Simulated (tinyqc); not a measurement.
Froehlich polaron in a polar crystal: one step, computed by the program tinyqc.

One electron in a parabolic band of mass m*, coupled to dispersionless LO phonons in the continuum model. Energies are in units of hbar omega unless marked, wave numbers in k_0 = sqrt(2 m* omega/hbar).

Question. Coupling constant and length scale. 1/eps* = 1/eps_inf - 1/eps_s; k_0 = sqrt(2 m* omega/hbar) = sqrt(m* hbar omega / (hbar^2/(2 m_0))) with m* in m_0; alpha = (e^2/(4 pi eps_0)) k_0/(2 eps* hbar omega); polaron length 1/k_0.

Inputs (values chosen for the exercise, modelled on magnesium oxide):
```
quantity,value,unit
band mass m*,0.416,m_0
LO phonon energy hbar omega,88.5,meV
eps_inf,2.9,-
static dielectric constant eps_s,9.41,-
```

Constants: hbar^2/(2 m_0) = 3.80998212 eV angstrom^2; e^2/(4 pi eps_0) = 14.39964548 eV angstrom.

Give: eps*; k_0; coupling constant alpha; polaron length 1/k_0.

Answer.

eps* = 4.1919

k_0 = 0.098301 1/angstrom

coupling constant alpha = 1.9078

polaron length 1/k_0 = 10.173 angstrom

Intermediate coupling.
